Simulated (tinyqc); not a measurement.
Worked calculation: plane-wave Kohn-Sham cycle with exchange-only LDA in a layered model solid. One step of it, computed by the program tinyqc.

Task: Iteration 2: Hamiltonian at one k. H(m,m') = (k + G_m)^2/2 delta + V(G_m - G_m'), with V(-G) = V(G).

A solid whose potential varies along x alone (atomic units):

| parameter | value |
|---|---|
| period a | 17.300000 |
| cross-section of the cell | 15.000000 |
| electrons per cell | 4 |
| grid points | 16 |
| plane waves -n..n, n | 2 |
| k points | 3 |
| V1 in V1 cos(2 pi x/a) | -0.720000 |
| V2 in V2 cos(4 pi x/a) | -0.220000 |

V(G_m), m = 0, 1, 2, ... (hartree): -0.196592  0.559854  -0.058740  -0.004132  -0.006493

k = 0.000000 2 pi / a

Give: H.

Result:

H (hartree), lower triangle:
```
        -2      -1      +0      +1     +2
-2   0.067
-1   0.560  -0.131
+0  -0.059   0.560  -0.197
+1  -0.004  -0.059   0.560  -0.131
+2  -0.006  -0.004  -0.059   0.560  0.067
```
